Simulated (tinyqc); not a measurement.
Worked calculation: two-band k.p model of the Delta valleys near the X point under shear strain. Values are carried at full precision from step to step, so a last printed digit may differ when a step is redone from the rounded ones.

Constants: hbar^2/2m0 = 3.80998211 eV angstrom^2.

Parameters, chosen for this exercise (near those of Si; not measured data):
```
symbol  value                  unit        meaning
a       5.438                  angstrom    lattice constant
ml      0.936                  m0          longitudinal mass
mt      0.196                  m0          transverse mass
kx0     0.155                  2 pi/a      distance of the minimum from X
D       14.1                   eV          shear deformation potential
Mp      0.226                  m0          coupling mass
exy     0.0011                             shear strain
k       (-0.05, 0.047, 0.035)  1/angstrom  wave vector from X
```

## Scales

k0 = kx0 2 pi/a; Delta = 2 c k0^2/ml with c = hbar^2/2m0, half the splitting of the two bands at k0; eta = D exy/Delta measures the shear coupling against it.

k0 = 0.17909 1/angstrom
Delta = 0.26111 eV
eta = 0.0594
splitting of the two bands at X, 2 |D exy| = 0.0310 eV

## The Hamiltonian at one k

Valley pair on the [001] axis, kz counted from the X point, c = hbar^2/2m0, k0 = kx0 2 pi/a. H = (c kz^2/ml + c (kx^2 + ky^2)/mt + c k0^2/ml) 1 + (2 c k0 kz/ml) sigma_z + (D exy - 2 c kx ky/Mp) sigma_x, so E = c kz^2/ml + c (kx^2 + ky^2)/mt + c k0^2/ml -/+ sqrt((2 c k0 kz/ml)^2 + (D exy - 2 c kx ky/Mp)^2). Without strain the lower band has its minima, E = 0, at kz = +/- k0. Shifts from diagonal strain are left out.

Fill in the 2 x 2 matrix (sigma_z diagonal) and give its levels.

H(k) (eV):
```
        1       2
1  0.2781  0.0947
2  0.0947  0.1760
```

levels (eV): 0.1195  0.3347

## Position, depth and masses of the minimum

For |eta| < 1: k_min = k0 sqrt(1 - eta^2), E_min = -Delta eta^2/2, ml(eta) = ml/(1 - eta^2), 1/m[110] = 1/mt + eta/Mp, 1/m[1-10] = 1/mt - eta/Mp. For |eta| > 1 the minimum sits at X: E_min = -Delta (2 |eta| - 1)/2, ml(eta) = ml/(1 - 1/|eta|), and eta is replaced by its sign in the transverse masses.

k_min = 0.1788 1/angstrom
E_min = -0.46 meV
ml(eta) = 0.939 m0

masses along [110] and [1-10] (m0): 0.1864  0.2066

The minimum has moved 0.2 % of the way to X; electrons are lighter along [110] (-4.9 % against mt) and heavier across (+5.4 %).

## The two bands along kz

kx = ky = 0, kz from 0 to 1.6 k0 in steps of 0.2 k0, with and without the strain.

Levels (eV):
```
kz/k0  kz (1/angstrom)    lower   upper  lower, no strain  upper, no strain
0.0             0.0000   0.1150  0.1461            0.1306            0.1306
0.2             0.0358   0.0813  0.1903            0.0836            0.1880
0.4             0.0716   0.0459  0.2570            0.0470            0.2559
0.6             0.1075   0.0201  0.3350            0.0209            0.3342
0.8             0.1433   0.0046  0.4236            0.0052            0.4230
1.0             0.1791  -0.0005  0.5227            0.0000            0.5222
1.2             0.2149   0.0048  0.6323            0.0052            0.6319
1.4             0.2507   0.0206  0.7523            0.0209            0.7520
1.6             0.2865   0.0467  0.8828            0.0470            0.8825
```

## Checks

- Depth of the minimum by numerical search against the closed form (eV): both -0.000461.
- Mass along [110] by finite differences against the closed form: both 0.1864.

Run: tinyqc, `OMP_NUM_THREADS=1 python tinyqc.py 1050507 1050508 out.jsonl`; Intel(R) Xeon(R) Processor @ 2.30GHz, one thread, shared host; about 0.01 s of CPU time with all checks.
